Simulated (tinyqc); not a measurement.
Band bending at a free surface with one surface level, surface photovoltage and Kelvin probe: two steps of the calculation.

n-type bulk, xi = Ec - EF = Vt ln(Nc/Nd), p0 = ni^2/Nd, ni = sqrt(Nc Nv) exp(-Eg/(2 Vt)), Eg in volts. b is the upward band bending, u = b/Vt. Space charge per area, in units of q: Qc = sign(b) sqrt((2 eps0 eps_r Vt/q) [(Nd + dn)(exp(-u) - 1) + Nd u + (p0 + dn)(exp(u) - 1)]), with dn the excess density under light (flat quasi-Fermi levels; 0 in the dark). The level holds -Ns f, f = 1/(1 + exp((xi + b - Es)/Vt)). Neutrality: Qc + Qf + (charge of the states) = 0.

Inputs (values chosen for the exercise); band and dielectric values close to those of silicon:
- T = 350 K (temperature)
- Eg = 1.12 eV (band gap)
- eps_r = 11.8 (relative permittivity)
- Nc = 3.57e19 cm^-3 (conduction-band density of states at T)
- Nv = 3.4e19 cm^-3 (valence-band density of states at T)
- chi = 4.13 eV (electron affinity)
- Nd = 2.7e17 cm^-3 (donor density)
- dn = 6.8e11 cm^-3 (excess carrier density under light)

Constants: q = 1.602176634e-19 C, kB = 1.380649e-23 J/K, Vt = kB T/q, eps0 = 8.8541878128e-14 F/cm where lengths are in cm. Results are converted to the units shown.

Problem 1. Bulk quantities. xi, ni, p0, the Debye length sqrt(eps0 eps_r Vt/(q Nd)) and the flat-band work function chi + xi.

Give: xi; ni; p0; Debye length; chi + xi.

Solution 1.

xi = 0.1473 eV
ni = 3.009e11 cm^-3
p0 = 3.353e5 cm^-3
Debye length = 8.535 nm
chi + xi = 4.277 eV

Problem 2. Surface photovoltage. Under chopped light the surface charge keeps its dark value, so b falls to bL with Qc(bL, dn) = Qc(b, 0); the photovoltage is b - bL. Qc rises with b, so bL follows by bisection.

converged b = 0.23448629 V

Wanted: bL; photovoltage; share of b removed; excess holes at the surface, dn exp(bL/Vt).

Solution 2.

bL = 0.2343 V
photovoltage = 0.1796 mV
share of b removed = 0.07659 %
excess holes at the surface, dn exp(bL/Vt) = 1.608e15 cm^-3

Numbers from tinyqc (`OMP_NUM_THREADS=1 python tinyqc.py 2430165 2430166 out.jsonl`; about 0.01 s on one thread of a shared Intel Xeon 2.30GHz).
